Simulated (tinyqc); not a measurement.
Six-band Luttinger-Kohn model with strain: one step. Strain from a uniaxial [110] stress. Three cases, with inputs chosen for the exercise.

Question. s11 = (C11 + C12)/((C11 - C12)(C11 + 2 C12)), s12 = -C12/((C11 - C12)(C11 + 2 C12)), s44 = 1/C44; exx = s11 sxx + s12 (syy + szz) and cyclic, exy = s44 sxy/2; tension is positive. A uniaxial stress X along the unit vector n is s_ij = X n_i n_j.

Case 1.

Values chosen (near those of Si; the results hold for these values, not for the real material):
- C11 = 165.4 GPa
- C12 = 63.8 GPa
- C44 = 79 GPa
- load = uniaxial [110] (kind of stress)
- X = -1.4 GPa (stress)

Case 2.

Values chosen (near those of Ge; the results hold for these values, not for the real material):
- C11 = 129.7 GPa
- C12 = 48.5 GPa
- C44 = 66.8 GPa
- load = uniaxial [110] (kind of stress)
- X = -0.39 GPa (stress)

Case 3.

Values chosen (near those of Si; the results hold for these values, not for the real material):
- C11 = 160.8 GPa
- C12 = 67.7 GPa
- C44 = 78.1 GPa
- load = uniaxial [110] (kind of stress)
- X = -1.32 GPa (stress)

Give: s11, s12, s44; strain tensor.

Answer.

Case 1.

s11, s12, s44 (1/TPa): 7.6993  -2.1432  12.6582

strain tensor:
```
           x          y         z
x  -0.003889  -0.004430  0.000000
y  -0.004430  -0.003889  0.000000
z   0.000000   0.000000  0.003000
```

The volume changes by -0.478 %; there is shear in the cubic axes, so d enters.

Case 2.

s11, s12, s44 (1/TPa): 9.6806  -2.6347  14.9701

strain tensor:
```
           x          y         z
x  -0.001374  -0.001460  0.000000
y  -0.001460  -0.001374  0.000000
z   0.000000   0.000000  0.001028
```

The volume changes by -0.172 %; there is shear in the cubic axes, so d enters.

Case 3.

s11, s12, s44 (1/TPa): 8.2861  -2.4550  12.8041

strain tensor:
```
           x          y         z
x  -0.003849  -0.004225  0.000000
y  -0.004225  -0.003849  0.000000
z   0.000000   0.000000  0.003241
```

The volume changes by -0.446 %; there is shear in the cubic axes, so d enters.

Computed by tinyqc, one run a case: `OMP_NUM_THREADS=1 python tinyqc.py N N+1 out.jsonl` with N = 1050465, 1050707, 1050726; one thread of a shared Intel(R) Xeon(R) Processor @ 2.30GHz, about 0.2 s a run at most.
